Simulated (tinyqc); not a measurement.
Inside a calculation: two-dimensional electron gas with Rashba and Dresselhaus coupling. Values are carried at full precision from step to step, so a last printed digit may differ when a step is redone from the rounded ones.

H = c k^2/m + al (ky sx - kx sy) + b1 (kx sx - ky sy) + gam kx ky (kx sy - ky sx), s the Pauli matrices, x = [100], c = hbar^2/2m0, b1 = gam (pi/L)^2 (hard walls). H = c k^2/m + B.s, so E = c k^2/m -/+ |B| and the lower state has its spin along -B.

Constants: hbar^2/2m0 = 3.80998211 eV angstrom^2; hbar = 6.58211957e-16 eV s.

Inputs chosen for the exercise (of the size met in InGaAs; the results hold for these values, not for the real material): m = 0.0392 m0 (mass); al = 0.12 eV angstrom (Rashba constant); gam = 22 eV angstrom^3 (bulk Dresselhaus constant); L = 217 angstrom (width of the (001) well); n = 4.4 1e11/cm^2 (sheet density (one subband filled)); phi = 45 degrees (angle of k from [100]).

## Scales

b1; mean Fermi wave vector k0 = sqrt(2 pi n) (1e11/cm^2 = 1e-5/angstrom^2); E0 = c k0^2/m; b3 = gam k0^2/4; kR = al m/(2c) and ER = al kR/2, the shift and depth of a pure Rashba band.

b1 = 0.004611 eV angstrom
k0 = 0.01663 1/angstrom
E0 = 26.870 meV
b3 = 0.001521 eV angstrom
kR = 0.0006173 1/angstrom
ER = 0.03704 meV

The ratio al/(b1 - b3) is 38.83; kR is 3.7 % of k0.

## Spin-orbit field at one point of the Fermi circle

k = k0 (cos phi, sin phi). Form B, the splitting 2|B| and the direction of the lower spin, atan2(-By, -Bx).

Bx, By (meV): 1.4293  -1.4293

splitting = 4.0427 meV
direction of the lower spin = 135.0 degrees

## The matrix

H = [[E0, Bx - i By], [Bx + i By, E0]] in meV; diagonalise. Precession period h/(2|B|) = 2 pi hbar/(splitting).

H (meV):
```
                  up            down
up           26.8701  1.4293+1.4293i
down  1.4293-1.4293i         26.8701
```

levels (meV): 24.8488  28.8915

period = 1.02 ps

## The two wave vectors at the energy E0 along this direction

Solve c k^2/m -/+ |B(k)| = E0. The spin turns by (k_outer - k_inner) per length, so a half turn takes pi/(difference).

k (1/angstrom): outer 0.017263, inner 0.016012

difference = 0.001251 1/angstrom
length of a half turn = 251.2 nm

For linear terms alone the difference is (m/c)|B|/k, whatever the energy: every electron along this direction turns alike, the basis of the spin transistor. The cubic term makes it depend on density.

## Checks

- Difference of the Fermi wave vectors without Dresselhaus terms against al m/c: both 0.0012347.

tinyqc: `OMP_NUM_THREADS=1 python tinyqc.py 1481485 1481486 out.jsonl`; about 0.01 s, one thread, shared Intel(R) Xeon(R) Processor @ 2.30GHz.
